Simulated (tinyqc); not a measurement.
Comparisons within one model: valley splitting of a silicon quantum well in envelope theory. A value that a table varies takes the place of the one given here.

The well lies at 0 < z < L; U(z) = V0 [1/(1 + exp(z/w)) + 1/(1 + exp((L - z)/w))] - e F z, 1 mV/nm = 1e-4 eV/angstrom. The envelope psi solves -(c/ml) psi'' + U psi = E psi, c = hbar^2/2m0, by three-point differences on a grid of 0.1 angstrom from -40 to L + 40 angstrom. The two valleys at +/- k0 couple through D = C0 times the integral of exp(-i q z) U(z) psi^2, q = 2 k0 (2 pi/a), and split by Ev = 2|D|.

Random alloy: with Y(z) = Yw + (Yb - Yw) B(z), B the bracket in U, and in-plane density exp(-r^2/ad^2)/(pi ad^2), D gains a random complex part of variance sigma^2 = (C0^2/pi)(a^2 V0/(8 ad (Yb - Yw)))^2 (4/a) times the integral of psi^4 Y (1 - Y). Alone it gives a mean splitting sqrt(pi) sigma; together with the smooth part the rms splitting is 2 sqrt(|D|^2 + sigma^2).

Constants: hbar^2/2m0 = 3.80998211 eV angstrom^2.

Inputs chosen for the exercise (near those of a strained Si well in SiGe; not measured data):
```
symbol  value                                           unit      meaning
L       88                                              angstrom  well width
V0      0.2                                             eV        conduction offset
ml      0.911                                           m0        mass along z
F       3.9                                             mV/nm     field pressing towards the upper interface
k0      0.836                                           2 pi/a    valley position
a       5.431                                           angstrom  lattice constant
C0      0.243                                                     Bloch overlap factor
Yb      0.31                                                      Ge share of the barrier
Yw      0                                                         Ge share of the well
ad      190                                             angstrom  dot radius
ws      (0.4, 0.5, 1, 1.2, 1.9, 3.3, 4.2)               angstrom  interface widths
Ls      (88, 89.4, 90.7, 92.1, 93.4, 94.8, 96.1, 97.5)  angstrom  widths in steps of one atomic layer, a/4, rounded to the grid
F2      0.5                                             mV/nm     second field, zero or weak
w1      0.4                                             angstrom  interface width for this table
w       1.3                                             angstrom  interface width parameter
```

## Sharpness of the interface

The smooth part 2|D| and the disorder part against w, beside y/sinh(y) with y = pi q w. The 12 to 88 % width of the step is 4w.

Results:
```
w (angstrom)  4w (angstrom)  2|D| (micro-eV)  y/sinh(y)  sqrt(pi) sigma (micro-eV)
0.4                     1.6            42.11       0.43                        3.0
0.5                     2.0            28.70       0.29                        3.1
1.0                     4.0             2.88      0.028                        4.0
1.2                     4.8             1.05     0.0099                        4.5
1.9                     7.6             0.03    0.00022                        6.2
3.3                    13.2             0.00    7.8e-08                       10.3
4.2                    16.8             0.00    4.2e-10                       13.2
```

What can be read from the table?

The smooth part needs a Fourier component of U psi^2 at a wavelength of 3.25 angstrom; from the first row to the third it falls by a factor 14.6, while y/sinh(y) falls by 15.5 (the envelope near the step and the phase between the two interfaces change too). The disorder part goes from 3.0 to 13.2 micro-eV, growing as the electron overlaps more alloy. It takes over between w = 0.5 and 1 angstrom, that is a step 2.0 to 4.0 angstrom wide, with 1.36 angstrom to an atomic layer.

## Adding atomic layers

The smooth splitting Ev = 2|D| with w = w1, at the field F2 and at F.

Results:
```
L (angstrom)  q L mod 2 pi  Ev at F2 (micro-eV)  Ev at F (micro-eV)
88.0                  0.58                 7.11                42.1
89.4                  3.29                 17.2                43.0
90.7                  5.80                 13.4                42.5
92.1                  2.22                 10.6                42.3
93.4                  4.74                 16.5                42.7
94.8                  1.16                 5.41                42.0
96.1                  3.68                 15.4                42.5
97.5                  0.10                 8.56                42.1
```

What can be read from the table?

At F2 the splitting swings between 5.41 and 17.2 micro-eV, a ratio of 3.18, as the two interfaces add with the phase q L, which advances on average by 2.63 rad a layer. At F the ratio is 1.02, where in the first row psi^2 at the upper interface is 61 times that at the lower one: one interface dominates and the interference fades.

## What each parameter does

Orbital spacing, psi^2 at z = L, the smooth splitting and sigma; V0 is held fixed when Yw changes. Each row changes one parameter from the base and keeps the others.

Results:
```
case               E2 - E1 (meV)  psi^2(L) (1e-3/angstrom)  2|D| (micro-eV)  sigma (micro-eV)
base                       17.18                     1.588             0.62               2.6
ad = 230 angstrom          17.18                     1.588             0.62               2.2
Yw = 0.03                  17.18                     1.588             0.62              38.7
L = 94 angstrom            16.36                     1.571             0.61               2.6
V0 = 0.25 eV               17.40                     1.205             0.63               2.7
w = 0.91 angstrom          17.05                     1.754             4.48               2.2
F = 5.85 mV/nm             20.52                     2.373             0.92               3.9
k0 = 0.816 2 pi/a          17.18                     1.588             0.73               2.6
C0 = 0.292                 17.18                     1.588             0.75               3.2
```

What can be read from the table?

The largest shifts from the base row, up to three for each result and ties (the steps differ in size, so this ranks the rows, not the parameters). E2 - E1 (meV): F +3.35, L -0.82, V0 +0.22; unchanged at the printed digits by ad, Yw, k0 and C0. psi^2(L) (1e-3/angstrom): F +0.785, V0 -0.383, w +0.166; unchanged at the printed digits by ad, Yw, k0 and C0. 2|D| (micro-eV): w +3.86, F +0.30, C0 +0.13; unchanged at the printed digits by ad and Yw. sigma (micro-eV): Yw +36.0, F +1.2, C0 +0.5, w -0.5, ad -0.5; unchanged at the printed digits by L and k0.

Run: tinyqc, `OMP_NUM_THREADS=1 python tinyqc.py 1280617 1280618 out.jsonl`; Intel(R) Xeon(R) Processor @ 2.30GHz, one thread, shared host; about 0.07 s of CPU time with all checks.
